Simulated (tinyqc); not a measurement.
Inside a calculation. Method: Pariser-Parr-Pople SCF with singles CI, for the molecule C1=CC=CN=CC=C1 (SMILES; centres numbered as the heavy atoms are written). Computed by tinyqc, a small Python program that keeps every step. Settings: charge = 0, gamma = Ohno, start = core, damping = 0.3, iteration cap = 76, excitations kept = 9. Command: `OMP_NUM_THREADS=1 python tinyqc.py 23858 23859 out.jsonl` (the two numbers bound the seeds that draw the settings). One thread of a shared host (Intel(R) Xeon(R) Processor @ 2.60GHz), about 0.02 s of CPU time with the checks.

Centres (angstrom, eV; a flat drawing with bonds scaled to 1.40 angstrom):
```
centre          x          y  core charge z          W   gamma_rr
1C       1.829000   0.000000              1  11.160000  11.130000
2C       1.293000   1.293000              1  11.160000  11.130000
3C       0.000000   1.829000              1  11.160000  11.130000
4C      -1.293000   1.293000              1  11.160000  11.130000
5N      -1.829000   0.000000              1  14.100000  12.300000
6C      -1.293000  -1.293000              1  11.160000  11.130000
7C       0.000000  -1.829000              1  11.160000  11.130000
8C       1.293000  -1.293000              1  11.160000  11.130000
```

Resonance integrals (eV):
```
i  j       beta
1  2  -2.390000
2  3  -2.390000
3  4  -2.390000
4  5  -2.510000
5  6  -2.510000
6  7  -2.390000
7  8  -2.390000
8  1  -2.390000
```

Stop when output and input P, before any damping, agree to 1e-7.

Course of the cycle:
```
iteration         E (eV)  largest |P(out) - P(in)|
1          -107.60915722                  9.64e-02
2          -107.88604171                  4.97e-02
3          -108.00095089                  2.78e-02
4          -108.04601386                  1.63e-02
5          -108.06340175                  1.04e-02
6          -108.07011897                  6.74e-03
7          -108.07273901                  4.42e-03
8          -108.07377483                  2.92e-03
9          -108.07419041                  1.93e-03
10         -108.07435955                  1.27e-03
11         -108.07442931                  8.40e-04
...                  ...                       ...
23         -108.07447978                  5.77e-06
24         -108.07447978                  3.82e-06
25         -108.07447978                  2.52e-06
26         -108.07447978                  1.67e-06
27         -108.07447978                  1.10e-06
28         -108.07447978                  7.30e-07
29         -108.07447978                  4.83e-07
30         -108.07447978                  3.20e-07
31         -108.07447978                  2.12e-07
32         -108.07447978                  1.40e-07
33         -108.07447978                  9.28e-08
```

Can the last value be used, and what does the course show?

Yes. Converged in 33 iterations.
